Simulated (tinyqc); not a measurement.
Square on-chip spiral inductor, lumped pi model: two steps of the calculation.

Outer diameter do = di + 2 n wd + 2 (n - 1) sp, mean da = (do + di)/2, fill p = (do - di)/(do + di), length l = 4 n da. L = 2.34 mu0 n^2 da/(1 + 2.75 p), mu0 = 4 pi 1e-7 H/m. Rs = rho l/(wd delta (1 - exp(-th/delta))), delta = sqrt(rho/(pi f mu0)). Cs = n wd^2 eps0 eo/hu across the coil. At each end Cox = l wd eps0 eo/(2 ho) leads to the substrate branch Rsi = 2 rs he/(l wd) in parallel with Csi = l wd eps0 11.7/(2 he). With one end grounded Y = 1/(Rs + i w L) + i w Cs + 1/[1/(i w Cox) + 1/(1/Rsi + i w Csi)], w = 2 pi f; Q = -Im Y/Re Y. Eddy currents in neighbouring turns and in the substrate are left out.

Inputs (values chosen for the exercise); values of the order met in silicon radio-frequency processes: number of turns n = 3.5; line width wd = 10 um; space between turns sp = 3 um; inner diameter di = 60 um; metal thickness th = 3 um; metal resistivity rho = 1.9 uohm cm; oxide below the coil ho = 8.9 um; oxide between coil and underpass hu = 1.1 um; relative permittivity of the oxide eo = 4.1; substrate resistivity rs = 10 ohm cm; effective spreading depth in the substrate he = 80 um; frequency f = 6.8 GHz.

Constants: eps0 = 8.8541878128e-12 F/m. Results are converted to the units shown.

Task 1. Geometry and model elements. do, l, L, delta, Rs, Cs, Cox, Rsi and Csi as defined.

Find: do; l; L; delta; Rs; Cs; Cox; Rsi; Csi.

Result 1.

do = 145.0 um
l = 1435 um
L = 1.725 nH
delta = 0.8413 um
Rs = 3.335 ohm
Cs = 11.55 fF
Cox = 29.27 fF
Rsi = 1115 ohm
Csi = 9.291 fF

Task 2. Admittance, quality factor and apparent inductance. Series branch 1/(Rs + i w L), substrate branch, total Y, Q = -Im Y/Re Y, apparent inductance Im(1/Y)/w, metal-only value w L/Rs, share of the loss in the substrate Re(substrate branch)/Re Y.

L = 1.7251323 nH
Rs = 3.3351633 ohm
Cs = 11.550690 fF
Cox = 29.266075 fF
Rsi = 1114.9826 ohm
Csi = 9.2910866 fF

Wanted: series branch; substrate branch; Y; Q; apparent inductance; w L/Rs; share of the loss in the substrate.

Result 2.

series branch = 0.61-13.54i mS
substrate branch = 0.3986+0.5183i mS
Y = 1.01-12.53i mS
Q = 12.39
apparent inductance = 1.856 nH
w L/Rs = 22.10
share of the loss in the substrate = 39.42 %

Q is 56.1 % of the metal-only value.

Computed by the program tinyqc: `OMP_NUM_THREADS=1 python tinyqc.py 2302017 2302018 out.jsonl`, one thread of a shared Intel Xeon 2.30GHz, about 0.01 s for the whole run.
